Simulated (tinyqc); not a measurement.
ROHF in the sto-3g basis, for BeH, spin multiplicity 2, step by step. One step of it, computed by the program tinyqc.

Task: Iteration 1: diagonalisation and new density. Diagonalise F' = X^T F X, C = X C', fill 3 alpha and 2 beta electrons from the bottom; D(s) = C_occ C_occ^T. Each column has its largest component positive (the first on a tie).

effective F (hartree), order 1Be 1s, 1Be 2s, 1Be 2px, 1Be 2py, 1Be 2pz, 2H 1s:
$$\begin{pmatrix}
-5.691369 & -1.414326 & 0.000000 & 0.000000 & -0.016287 & -0.428507 \\
-1.414326 & -0.795133 & 0.000000 & 0.000000 & 0.066229 & -0.295332 \\
0.000000 & 0.000000 & -0.171307 & 0.066659 & 0.000000 & 0.000000 \\
0.000000 & 0.000000 & 0.066659 & -0.267341 & 0.000000 & 0.000000 \\
-0.016287 & 0.066229 & 0.000000 & 0.000000 & -0.356140 & -0.208674 \\
-0.428507 & -0.295332 & 0.000000 & 0.000000 & -0.208674 & -0.243736
\end{pmatrix}$$

X, order 1Be 1s, 1Be 2s, 1Be 2px, 1Be 2py, 1Be 2pz, 2H 1s:
$$\begin{pmatrix}
1.027536 & -0.145684 & 0.000000 & 0.000000 & -0.011135 & 0.019130 \\
-0.145684 & 1.178645 & 0.000000 & 0.000000 & 0.167784 & -0.385016 \\
0.000000 & 0.000000 & 1.000000 & 0.000000 & 0.000000 & 0.000000 \\
0.000000 & 0.000000 & 0.000000 & 1.000000 & 0.000000 & 0.000000 \\
-0.011135 & 0.167784 & 0.000000 & 0.000000 & 1.185132 & -0.426092 \\
0.019130 & -0.385016 & 0.000000 & 0.000000 & -0.426092 & 1.333026
\end{pmatrix}$$

Give: F' = X^T F X; orbital energies; coefficients C; D(alpha) after iteration 1; D(beta) after iteration 1.

Result:

F' = X^T F X (hartree):
$$\begin{pmatrix}
-5.6172 & -0.6113 & 0.0000 & 0.0000 & -0.0236 & -0.1121 \\
-0.6113 & -0.5119 & 0.0000 & 0.0000 & 0.1222 & -0.1249 \\
0.0000 & 0.0000 & -0.1713 & 0.0667 & 0.0000 & 0.0000 \\
0.0000 & 0.0000 & 0.0667 & -0.2673 & 0.0000 & 0.0000 \\
-0.0236 & 0.1222 & 0.0000 & 0.0000 & -0.2866 & -0.1473 \\
-0.1121 & -0.1249 & 0.0000 & 0.0000 & -0.1473 & -0.0565
\end{pmatrix}$$

orbital energies (hartree): MO1 -5.6923, MO2 -0.5108, MO3 -0.3344, MO4 -0.3015, MO5 -0.1372, MO6 0.0652

coefficients C, order 1Be 1s, 1Be 2s, 1Be 2px, 1Be 2py, 1Be 2pz, 2H 1s:
$$\begin{pmatrix}
1.0034 & -0.2312 & -0.1028 & 0.0000 & 0.0000 & 0.0820 \\
-0.0142 & 0.9566 & 0.3272 & 0.0000 & 0.0000 & -0.7513 \\
0.0000 & 0.0000 & 0.0000 & -0.4558 & 0.8901 & 0.0000 \\
0.0000 & 0.0000 & 0.0000 & 0.8901 & 0.4558 & 0.0000 \\
0.0018 & -0.4097 & 0.7409 & 0.0000 & 0.0000 & -0.9474 \\
0.0026 & -0.0560 & 0.2585 & 0.0000 & 0.0000 & 1.4273
\end{pmatrix}$$

D(alpha) after iteration 1, order 1Be 1s, 1Be 2s, 1Be 2px, 1Be 2py, 1Be 2pz, 2H 1s:
$$\begin{pmatrix}
1.0708 & -0.2691 & 0.0000 & 0.0000 & 0.0204 & -0.0110 \\
-0.2691 & 1.0224 & 0.0000 & 0.0000 & -0.1495 & 0.0310 \\
0.0000 & 0.0000 & 0.0000 & 0.0000 & 0.0000 & 0.0000 \\
0.0000 & 0.0000 & 0.0000 & 0.0000 & 0.0000 & 0.0000 \\
0.0204 & -0.1495 & 0.0000 & 0.0000 & 0.7168 & 0.2144 \\
-0.0110 & 0.0310 & 0.0000 & 0.0000 & 0.2144 & 0.0699
\end{pmatrix}$$

D(beta) after iteration 1, order 1Be 1s, 1Be 2s, 1Be 2px, 1Be 2py, 1Be 2pz, 2H 1s:
$$\begin{pmatrix}
1.0603 & -0.2354 & 0.0000 & 0.0000 & 0.0966 & 0.0156 \\
-0.2354 & 0.9153 & 0.0000 & 0.0000 & -0.3919 & -0.0536 \\
0.0000 & 0.0000 & 0.0000 & 0.0000 & 0.0000 & 0.0000 \\
0.0000 & 0.0000 & 0.0000 & 0.0000 & 0.0000 & 0.0000 \\
0.0966 & -0.3919 & 0.0000 & 0.0000 & 0.1678 & 0.0229 \\
0.0156 & -0.0536 & 0.0000 & 0.0000 & 0.0229 & 0.0031
\end{pmatrix}$$
